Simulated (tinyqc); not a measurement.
## Admittance spectroscopy of a deep trap: effect of the trap density

Schottky contact on an n-type layer with shallow donors Nd (all ionised) and a donor-like deep trap, neutral when filled and positive when empty; depletion approximation. Traps within lam of the depletion edge stay filled. The traps at xt = W - lam, where the level crosses the Fermi level, follow a slow signal and not a fast one. w = 2 pi f.

Emission rate en = sn vth(T) Nc(T) exp(-Et/kB T) = sn g T^2 exp(-Et/kB T), g = vth Nc/(300 K)^2, as vth goes as T^0.5 and Nc as T^1.5 (degeneracy factor 1). lam = sqrt(2 eps0 eps_r (EF - ET)/(q Nd)), EF - ET = Et - (kB T/q) ln(Nc(T)/Nd), Nc(T) = Nc (T/300 K)^1.5. In the steady state at the band bending V, 2 eps0 eps_r V/q = Nd W^2 + Nt (W - lam)^2 (the second term only if W > lam). V = Vbi + Vr. C_HF = eps0 eps_r/W, C_LF = eps0 eps_r (Nd + Nt)/(Nd W + Nt xt). Inflection frequency w0 = 2 en [1 + Nt xt/(Nd W)]; C = C_HF + (C_LF - C_HF)/(1 + (w/w0)^2), G/w = (C_LF - C_HF)(w/w0)/(1 + (w/w0)^2).

Inputs (values chosen for the exercise); material values close to those of silicon:
```
symbol,value,unit,meaning
eps_r,11.7,,relative permittivity
Nc,2.82e19,cm^-3,conduction-band density of states at 300 K
vth,2.3e7,cm/s,thermal velocity at 300 K
Nd,1.6e16,cm^-3,shallow donor density
Vbi,0.8,V,built-in voltage
Et,0.35,eV,depth of the trap below the conduction edge
sn,1.3e-16,cm^2,capture cross-section
Vr,0,V,reverse bias
T,251,K,temperature
```

Constants: q = 1.602176634e-19 C, kB = 1.380649e-23 J/K, eps0 = 8.8541878128e-14 F/cm where lengths are in cm. Results are converted to the units shown.

Result of one run:
```
Nt (cm^-3)	W (nm)	step (% of C_HF)	w0/(2 en)
2.7e14	253.7	0.8260	1.009
```

What becomes of these results when the trap density Nt is changed from 2.7e14 to 1.6e15 cm^-3, all else the same?

Result of the changed run:
```
Nt (cm^-3)	W (nm)	step (% of C_HF)	w0/(2 en)
1.6e15	251.1	4.749	1.050
```

The whole series:
```
Nt (cm^-3)	W (nm)	step (% of C_HF)	w0/(2 en)
2.7e14	253.7	0.8260	1.009
6.6e14	253.0	2.001	1.021
1.6e15	251.1	4.749	1.050
4.1e15	246.7	11.55	1.126
1e16	238.1	25.36	1.296
2.5e16	223.0	52.09	1.685
6.3e16	202.7	97.20	2.504
```

The step rises from 0.826 to 97.2 %, as Nt^(0.99) between the first two rows and Nt^(0.67) between the last two, and w0/(2 en) rises from 1.01 to 2.50: for Nt near Nd the rule w0 = 2 en overstates the cross-section by that factor.

Numbers from tinyqc (`OMP_NUM_THREADS=1 python tinyqc.py 2050154 2050155 out.jsonl`; about 0.01 s on one thread of a shared Intel Xeon 2.30GHz).
